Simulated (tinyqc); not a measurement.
# p-i-n junction, non-linear Poisson equation by Newton steps: effects of single changes

One dimension, p side on the left, n side on the right; net doping C = -Na for x < 0, 0 for 0 < x < Li and +Nd beyond. The potential psi is counted from the intrinsic level, and the quasi-Fermi potentials are flat: 0 for holes and -V for electrons, so n = ni exp((psi + V)/Vt) and p = ni exp(-psi/Vt) (Boltzmann statistics, full ionisation, no current). Under reverse bias this makes the minority densities vanishingly small everywhere; they play no part in the charge.

Inputs (values chosen for the exercise); band and dielectric values close to those of cadmium telluride:
- T = 300 K (temperature)
- Eg = 1.49 eV (band gap)
- eps_r = 10.1 (relative permittivity)
- Nc = 8.13e17 cm^-3 (conduction-band density of states at T)
- Nv = 1.83e19 cm^-3 (valence-band density of states at T)
- Na = 8.5e17 cm^-3 (acceptor density of the p side)
- Nd = 3e15 cm^-3 (donor density of the n side)
- V = -4.2 V (bias of the p side against the n side)
- Li = 4200 nm (width of the undoped layer, from x = 0 to Li)

Constants: q = 1.602176634e-19 C, kB = 1.380649e-23 J/K, Vt = kB T/q, eps0 = 8.8541878128e-14 F/cm where lengths are in cm. Results are converted to the units shown.

Each table varies one quantity; the others keep the values above.

## Capacitance and field against bias

The Poisson equation d/dx(eps0 eps_r dpsi/dx) = -q (p - n + C) is solved on a mesh of more than 1000 nodes that ends in neutral material (psi_p = -Vt ln(Na/ni), psi_n = Vt ln(Nd/ni) - V). C_j = q d/dV of the integral of p over x, from the linearised equation. ni = sqrt(Nc Nv) exp(-Eg/(2 Vt)), Eg in volts. Depletion approximation: Vbi = Vt ln(Na Nd/ni^2), W = sqrt(2 eps0 eps_r (Vbi - V)(1/Na + 1/Nd)/q), xp = W Nd/(Na + Nd), xn = W Na/(Na + Nd), peak field 2 (Vbi - V)/W, capacitance eps0 eps_r/W. The last column applies it to an abrupt Na-Nd junction.

Capacitance and field against bias:

| V (V) | peak \|E\| (kV/cm) | C_j (nF/cm^2) | 1/C_j^2 (cm^4/uF^2) | eps0 eps_r/C_j (nm) | abrupt depletion C (nF/cm^2) |
|---|---|---|---|---|---|
| 0 | 53.90 | 2.252 | 1.972e5 | 3972 | 13.01 |
| -0.67 | 53.96 | 2.160 | 2.143e5 | 4139 | 10.52 |
| -1.33 | 54.06 | 2.120 | 2.226e5 | 4219 | 9.083 |
| -2 | 54.18 | 2.093 | 2.284e5 | 4273 | 8.098 |
| -2.67 | 54.33 | 2.072 | 2.330e5 | 4317 | 7.377 |
| -3.33 | 54.50 | 2.054 | 2.371e5 | 4354 | 6.826 |
| -4 | 54.70 | 2.037 | 2.409e5 | 4389 | 6.377 |
| -4.67 | 54.93 | 2.022 | 2.445e5 | 4422 | 6.007 |
| -5.33 | 55.17 | 2.008 | 2.480e5 | 4454 | 5.698 |
| -6 | 55.45 | 1.994 | 2.515e5 | 4485 | 5.429 |

Read the table: what changes, and by how much?

With V going from 0 to -6 V, C_j falls from 2.25 to 1.99 nF/cm^2 and the peak field rises from 53.9 to 55.4 kV/cm. The slope of 1/C_j^2, read as N = 2/(q eps0 eps_r |slope|), gives 5.50e14 cm^-3 between the first two rows and 2.70e15 cm^-3 between the last two, against Na Nd/(Na + Nd) = 2.99e15 cm^-3; it is not a straight line, so no single doping describes it. At the end C_j goes as (Vbi - V)^(-0.07) with Vbi = 1.27 V, and it is 63 % below the abrupt depletion formula (at the first row 83 % below it).

## Effect of the width of the undoped layer

Same model as above.

The abrupt values quoted are those of these depletion formulas.

Results:

| Li (nm) | peak \|E\| (kV/cm) | C_j (nF/cm^2) | eps0 eps_r/C_j (nm) |
|---|---|---|---|
| 520 | 69.7 | 5.92 | 1.51e3 |
| 740 | 65.9 | 5.60 | 1.60e3 |
| 1100 | 61.8 | 5.00 | 1.79e3 |
| 2100 | 57.0 | 3.55 | 2.52e3 |
| 3000 | 55.5 | 2.71 | 3.30e3 |
| 4200 | 54.8 | 2.03 | 4.40e3 |

Estimate the missing row, Li = 1500 nm.

Computed row:

| Li (nm) | peak \|E\| (kV/cm) | C_j (nF/cm^2) | eps0 eps_r/C_j (nm) |
|---|---|---|---|
| 1500 | 59.1 | 4.35 | 2.06e3 |

With this row back in the table: As Li grows from 520 to 4200 nm, the peak field falls from 69.7 to 54.8 kV/cm and C_j falls from 5.92 to 2.03 nF/cm^2. The abrupt depletion formulas give 76.5 kV/cm and W = 1430 nm; the first row's field is 9.0 % below that and the last row's 28 % below it. The same voltage drops over a longer distance, so the field falls.

Computed by the program tinyqc: `OMP_NUM_THREADS=1 python tinyqc.py 2000001 2000002 out.jsonl`, one thread of a shared Intel Xeon 2.30GHz, about 0.1 s for the whole run.
